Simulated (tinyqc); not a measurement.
Strength of the heavy-light coupling: shallow acceptor in the spherical four-band model.

The ground state 1S3/2 has an L = 0 part f(r) and an L = 2 part g(r). In units of Ry* and a*, with Gaussians f_i = exp(-a_i r^2), g_i = r^2 exp(-a_i r^2), A = a_i + a_j and I(n) = Gamma((n + 1)/2)/(2 A^((n + 1)/2)): S_ff = I(2), S_gg = I(6), H_ff = (6 a_i a_j/A) I(2) - 2 I(1), H_gg = (14 a_i a_j/A) I(6) - 2 I(5), H_fg = -mu [15 I(2) - 20 a_j I(4) + 4 a_j^2 I(6)]; each function is then normalised. The split-off band is left out.

Converged values use 22 exponents 2.2^i, i = -7 to 14, for f and for g.

Parameters, chosen for this exercise (out of a larger set: near those of a shallow acceptor in GaAs; not measured data): mus = (0.09, 0.39, 0.53, 0.68, 0.75, 0.84, 0.9) (couplings).

Ry* = 11.8802 meV

Converged values in Ry* and a*; the heavy-mass hydrogen model gives 1/(1 - mu).

Results:
```
mu    binding (Ry*)  1/(1 - mu)  ratio  L = 2 weight  <r> (a*)  binding (meV)
0.09          1.007       1.099  0.917         0.003     1.491           12.0
0.39          1.161       1.639  0.708         0.066     1.322           13.8
0.53          1.350       2.128  0.634         0.124     1.160           16.0
0.68          1.768       3.125  0.566         0.210     0.913           21.0
0.75          2.145       4.000  0.536         0.259     0.766           25.5
0.84          3.126       6.250  0.500         0.332     0.541           37.1
0.90          4.768      10.000  0.477         0.388     0.363           56.6
```

How do the results move, and what explains it?

The binding starts as 1 + O(mu^2), 1.007 at mu = 0.09, since the coupling enters in second order, and reaches 4.77 at mu = 0.90. The ratio to the heavy-mass model falls from 0.92 to 0.48, towards about 0.44 as mu goes to 1: the bound hole is only partly heavy. The L = 2 weight grows to 0.39 and the radius shrinks by a factor 4.1.

Computed by tinyqc, a small Python program: `OMP_NUM_THREADS=1 python tinyqc.py 1252798 1252799 out.jsonl` (the numbers bound the seed that draws the inputs); one thread of a shared host (Intel(R) Xeon(R) Processor @ 2.30GHz), about 0.06 s for the whole set of steps.
